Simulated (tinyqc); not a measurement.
Hoppings from the band edges.

Inverse problem. A dimerised chain has bands +/- sqrt(dl^2 + t1^2 + t2^2 + 2 t1 t2 cos k). Its semi-infinite form starts with the bond t1 and has a state bound to its end; such a state exists only for t1 < t2. Find t1 and t2.

Values chosen for this exercise:
- dl = 0.32 eV (site energy, +dl on A and -dl on B)

bottom and top of the upper band (eV): [1.2322743, 3.2259107]

Answer. The top gives t1 + t2 = sqrt(E^2 - dl^2) and the bottom |t1 - t2|; the end state decides which is larger.

t1 = 1.01 eV
t2 = 2.20 eV

Computed by the program tinyqc: `OMP_NUM_THREADS=1 python tinyqc.py 2680125 2680126 out.jsonl`, one thread of a shared Intel Xeon 2.30GHz, about 0.02 s for the whole run.
